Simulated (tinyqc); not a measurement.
Overlap of hydrogenic dopants: pairs, impurity band and the Mott density: one step. The pair with two electrons (two-site Hubbard model). Three cases, with inputs chosen for the exercise.

Question. t is the hopping between the two dopants. Singlet at (u - sqrt(u^2 + 16 t^2))/2 below the triplet at 0; estimate 4 t^2/u; weight of double occupancy (1 - u/sqrt(u^2 + 16 t^2))/2; swap time pi hbar/Jx with Jx the splitting in eV. t and u are in units of Ry*.

Constants: hbar = 6.58211957e-16 eV s.

Case 1.

Values chosen (out of a larger set: an isotropic mass and dielectric constant of the size used for acceptors in Si; not measured data): u = 0.945 Ry* (cost of a second electron on one dopant).

t = 0.0310145 Ry*
Ry* = 42.72757 meV

Case 2.

Values chosen (out of a larger set: an isotropic mass and dielectric constant of the size used for donors in SiC; not measured data): u = 1.25 Ry* (cost of a second electron on one dopant).

t = 0.0461198 Ry*
Ry* = 61.35753 meV

Case 3.

Values chosen (out of a larger set: an isotropic mass and dielectric constant of the size used for acceptors in Si; not measured data): u = 0.945 Ry* (cost of a second electron on one dopant).

t = 0.0206757 Ry*
Ry* = 35.31291 meV

Give: singlet-triplet splitting; double occupancy; swap time.

Answer.

Case 1.

singlet-triplet splitting (meV): exact 0.1732, 4 t^2/u 0.1740

double occupancy = 0.0043
swap time = 11.9 ps

The estimate is 0.4 % too high at 4t/u = 0.13.

Case 2.

singlet-triplet splitting (meV): exact 0.4154, 4 t^2/u 0.4176

double occupancy = 0.0054
swap time = 4.98 ps

The estimate is 0.5 % too high at 4t/u = 0.15.

Case 3.

singlet-triplet splitting (meV): exact 0.06378, 4 t^2/u 0.06390

double occupancy = 0.0019
swap time = 32.4 ps

The estimate is 0.2 % too high at 4t/u = 0.09.

Computed by tinyqc, one run a case: `OMP_NUM_THREADS=1 python tinyqc.py N N+1 out.jsonl` with N = 1451838, 1452030, 1452215; one thread of a shared Intel(R) Xeon(R) Processor @ 2.30GHz, about 0.01 s a run at most.
